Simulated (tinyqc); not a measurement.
## Interface states from two metals

Problem. Schottky barriers follow phi = S (pM - chi) + (1 - S) E0, S = 1/(1 + q Ds dl/(eps0 ei)). Find S, E0 and Ds.

Parameters, values chosen for the exercise; material values close to those of gallium nitride: electron affinity chi = 4.07 eV; thickness of the interface layer dl = 0.42 nm; its relative permittivity ei = 2.

Constants: q = 1.602176634e-19 C, eps0 = 8.8541878128e-14 F/cm where lengths are in cm. Results are converted to the units shown.

phi for pM = 4.31 and 5.17 eV (eV): 0.85142336  1.5052178

Solution. The slope is S, and either point then gives E0.

S = 0.7602
E0 = 2.790 eV
Ds = 8.300e12 cm^-2 eV^-1

tinyqc, about 0.01 s, one thread, Intel Xeon 2.30GHz (shared host): `OMP_NUM_THREADS=1 python tinyqc.py 2430089 2430090 out.jsonl`
